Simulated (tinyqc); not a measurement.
# Superjunction drift layer against a plain one, charge balance, step by step

tinyqc, about 0.01 s, one thread, Intel Xeon 2.30GHz (shared host): `OMP_NUM_THREADS=1 python tinyqc.py 2590013 2590014 out.jsonl` Printed values are rounded.

Alternating n and p pillars of equal width wp, doping N and length Lp. When depleted, the lateral field peaks at Ex = q N wp/(2 eps0 eps_r) at the pillar junctions and a uniform vertical field Ey is added; breakdown is taken where Ex^2 + Ey^2 = Ef^2. Only the n pillars conduct, narrowed by the zero-bias depletion. A first-order model: the field peaks at the pillar ends are left out.

Inputs (values chosen for the exercise); values close to those of silicon:

| symbol | value | unit | meaning |
|---|---|---|---|
| eps_r | 11.5 |  | relative permittivity of the semiconductor |
| E16 | 0.405 | MV/cm | critical field at a doping of 1e16 cm^-3 |
| mx | 1340 | cm^2/(V s) | mobility at low doping |
| mi | 92.3 | cm^2/(V s) | mobility at high doping |
| Nr | 1.3e17 | cm^-3 | reference doping of the mobility |
| BV | 340 | V | wanted breakdown voltage |
| wp | 5 | um | width of each pillar |
| Ef | 0.3 | MV/cm | critical field inside the pillars |
| a | 0.51 |  | lateral peak field as a share of Ef |
| Vb | 0.8 | V | built-in voltage of the pillar junctions |
| dl | -1.6 | % | charge imbalance (Nn - Np)/N |

Constants: q = 1.602176634e-19 C, eps0 = 8.8541878128e-14 F/cm where lengths are in cm. Results are converted to the units shown.

Range of the model: The aspect ratio Lp/wp is under 3, where a pillar model without end effects is rough.

## Iteration 1: doping of the plain drift layer

N at the start = 1e15 cm^-3

Ec(N) = E16 (N/1e16 cm^-3)^(1/8); N(new) = eps0 eps_r Ec(N)^2/(2 q BV).

Ec = 0.303707 MV/cm
N after iteration 1 = 8.62060e14 cm^-3

## Iteration 2: doping of the plain drift layer

As before.

Ec = 0.298124 MV/cm
N after iteration 2 = 8.30657e14 cm^-3

## Course of the iteration: doping of the plain drift layer

Stop when N changes by less than 1e8 cm^-3, or after 40 iterations.

Course of the iteration:

| iteration | N (cm^-3) | \|change\| (cm^-3) |
|---|---|---|
| 1 | 8.62060e14 | 1.38e14 |
| 2 | 8.30657e14 | 3.14e13 |
| 3 | 8.22987e14 | 7.67e12 |
| 4 | 8.21080e14 | 1.91e12 |
| 5 | 8.20604e14 | 4.76e11 |
| 6 | 8.20485e14 | 1.19e11 |
| 7 | 8.20455e14 | 2.97e10 |
| 8 | 8.20448e14 | 7.43e9 |
| 9 | 8.20446e14 | 1.86e9 |
| 10 | 8.20446e14 | 4.65e8 |
| 11 | 8.20446e14 | 1.16e8 |
| 12 | 8.20446e14 | 2.90e7 |

Converged in 12 iterations. At the end each change is about 0.25 times the one before: linear convergence.

## Thickness and resistance of the plain layer

N of the plain layer = 8.20446e14 cm^-3

Ec(N) = E16 (N/1e16 cm^-3)^(1/8), mu(N) = mi + (mx - mi)/(1 + (N/Nr)^0.9). W = 2 BV/Ec, Rsp = W/(q mu N).

mu = 1327.07 cm^2/(V s)
W = 22.9508 um
Rsp = 13.1566 mohm cm^2

## Design of the pillars

Ex = a Ef gives N = 2 eps0 eps_r a Ef/(q wp); Ey = Ef sqrt(1 - a^2); Lp = BV/Ey; xd = sqrt(eps0 eps_r Vb/(q N)) on each side; Rsp = 2 Lp/(q mu(N) N (1 - 2 xd/wp)). mu(N) = mi + (mx - mi)/(1 + (N/Nr)^0.9).

N = 3.88944e15 cm^-3
Ey = 0.258052 MV/cm
Lp = 13.1756 um
xd = 0.361551 um
Rsp = 3.83482 mohm cm^2

The pillars have an aspect ratio of 2.64. Their doping is 4.74 times, and their Rsp 0.291 times, that of the plain layer.

## Loss of breakdown voltage by imbalance

An imbalance dl leaves the mean net doping |dl| N/2, which tilts the vertical field by s = q |dl| N/(2 eps0 eps_r): BV(dl) = Ey Lp - s Lp^2/2, or Ey^2/(2 s) if the field reaches zero inside the pillar.

tilt s = 0.4896 kV/(cm um)
BV(dl) = 335.750 V
loss = 1.24990 %
